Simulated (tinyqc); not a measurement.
## Hole mobility in a silicon inversion layer, empirical terms and Matthiessen rule: effect of the inversion density

Inversion layer of sheet density Ns on a uniformly doped body, under a high-permittivity gate with an interlayer. The mobility terms are empirical power laws with prefactors chosen for the exercise; adding their inverses (Matthiessen) is itself an approximation.

ni = sqrt(Nc Nv) exp(-Eg/(2 Vt)), Eg in volts; Ndep = sqrt(2 eps0 eps_r Nb (2 Vt ln(Nb/ni) + Vsb)/q); E = q (Ndep + eta Ns)/(eps0 eps_r), in MV/cm. With t = T/(300 K): muC = Ac (Ns/1e12 cm^-2) t/(Nb/1e17 cm^-3 + Nit/1e11 cm^-2), muP = Ap E^(-1/3) t^(-1.75), muS = As E^(-gs), muR = Ar exp(2 ti/lr)/t; 1/mu is the sum of the inverses.

Parameters, values chosen for the exercise; material values close to those of silicon: temperature T = 300 K; band gap Eg = 1.12 eV; relative permittivity of the semiconductor eps_r = 11.5; conduction-band density of states at T Nc = 2.81e19 cm^-3; valence-band density of states at T Nv = 2.7e19 cm^-3; body doping Nb = 6.6e16 cm^-3; reverse body bias Vsb = 0.6 V; weight of the inversion charge in the effective field eta = 0.3333; phonon-limited mobility at 1 MV/cm and 300 K Ap = 115 cm^2/(V s); roughness-limited mobility at 1 MV/cm As = 354 cm^2/(V s); exponent of the roughness term gs = 1.3; Coulomb prefactor Ac = 1900 cm^2/(V s); charge at the interface Nit = 4.5e10 cm^-2; remote-phonon mobility without interlayer Ar = 320 cm^2/(V s); interlayer thickness ti = 1.2 nm; decay length of remote phonons lr = 0.5 nm.

Constants: q = 1.602176634e-19 C, kB = 1.380649e-23 J/K, Vt = kB T/q, eps0 = 8.8541878128e-14 F/cm where lengths are in cm. Results are converted to the units shown.

The same in every row: muR (cm^2/(V s)) = 38883.

Result of one run:
```
E (MV/cm)  muC (cm^2/(V s))  muP (cm^2/(V s))  muS (cm^2/(V s))  mu (cm^2/(V s))
0.50141               10784            144.75            868.46           122.28
```

Which inversion density Ns gave this result: 6.3e11, 2e12, 3.6e12, 6.3e12 or 1.1e13 cm^-2?

Ns = 6.3e12 cm^-2.

The whole series:
```
Ns (cm^-2)  E (MV/cm)  muC (cm^2/(V s))  muP (cm^2/(V s))  muS (cm^2/(V s))  mu (cm^2/(V s))
2e11          0.18150            342.34            203.11            3254.4           122.29
3.6e11        0.18989            616.22            200.08            3068.7           143.42
6.3e11        0.20405            1078.4            195.34            2794.8           155.52
1.1e12        0.22870            1882.9            188.05            2409.7           158.99
2e12          0.27590            3423.4            176.65            1888.1           153.65
3.6e12        0.35981            6162.2            161.69            1336.9           140.43
6.3e12        0.50141             10784            144.75            868.46           122.28
1.1e13        0.74790             18829            126.69            516.42           100.92
2e13           1.2199             34234            107.63            273.39           76.899
```

As Ns goes from 2e11 to 2e13 cm^-2, E rises from 0.181 to 1.22 MV/cm and mu goes from 122 through a maximum of 159 (at Ns = 1.1e12 cm^-2 among the rows listed) to 76.9 cm^2/(V s). The phonon term is the smallest in the first and the last row. Screening lifts the Coulomb term as Ns grows while the field presses the carriers to the interface, hence the maximum.

tinyqc, about 0.01 s, one thread, Intel Xeon 2.30GHz (shared host): `OMP_NUM_THREADS=1 python tinyqc.py 2510148 2510149 out.jsonl`
